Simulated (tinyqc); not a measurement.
Two-diode model of a solar cell: effect of the saturation current of the second diode (ideality 2).

J is the current delivered and Vj = V + J Rs the junction voltage. J = X JL - J01 (exp(Vj/(n1 Vt)) - 1) - J02 (exp(Vj/(2 Vt)) - 1) - Vj/Rp. The photocurrent does not depend on voltage.

Jsc at V = 0, Voc at J = 0, the maximum power point where J (1 + 2 Rs G) = G Vj with G = -dJ/dVj; FF = Vmp Jmp/(Voc Jsc); efficiency Vmp Jmp/(X Pin). Empirical fill factor without parasitics FF0 = (v - ln(v + 0.72))/(v + 1), v = Voc/(n1 Vt).

Values chosen for this exercise; values of the order met in cells of a lead-halide perovskite: temperature T = 348 K; photocurrent at one sun JL = 23.3 mA/cm^2; concentration X = 1 suns; saturation current of the first diode J01 = 2.2e-17 A/cm^2; ideality factor of the first diode n1 = 1; series resistance Rs = 1.7 ohm cm^2; shunt resistance Rp = 5000 ohm cm^2; incident power at one sun Pin = 100 mW/cm^2.

Constants: q = 1.602176634e-19 C, kB = 1.380649e-23 J/K, Vt = kB T/q. Results are converted to the units shown.

Effect of the saturation current of the second diode (ideality 2):
```
J02 (A/cm^2),Jsc (mA/cm^2),Voc (V),Vmp (V),Jmp (mA/cm^2),FF,efficiency (%),FF0
5e-11,23.29,1.035,0.8919,22.21,0.8214,19.80,0.8716
1e-10,23.29,1.033,0.8864,22.10,0.8140,19.59,0.8714
5e-10,23.29,1.017,0.8488,21.68,0.7772,18.40,0.8698
1e-9,23.29,0.9980,0.8178,21.54,0.7578,17.61,0.8680
5e-9,23.29,0.9193,0.7318,21.32,0.7287,15.60,0.8595
1e-8,23.29,0.8786,0.6936,21.23,0.7196,14.73,0.8547
4e-8,23.29,0.7958,0.6177,21.02,0.7003,12.98,0.8436
1e-7,23.29,0.7409,0.5679,20.84,0.6859,11.84,0.8352
```

Read the table: what changes, and by how much?

As J02 goes from 5e-11 to 1e-7, Voc falls from 1.04 to 0.741 V, FF falls from 0.821 to 0.686 and the efficiency falls from 19.8 to 11.8 %. Voc changes by -138 mV a decade between the last two rows and -6.98 mV between the first two.

Computed by the program tinyqc: `OMP_NUM_THREADS=1 python tinyqc.py 2280046 2280047 out.jsonl`, one thread of a shared Intel Xeon 2.30GHz, about 0.01 s for the whole run.
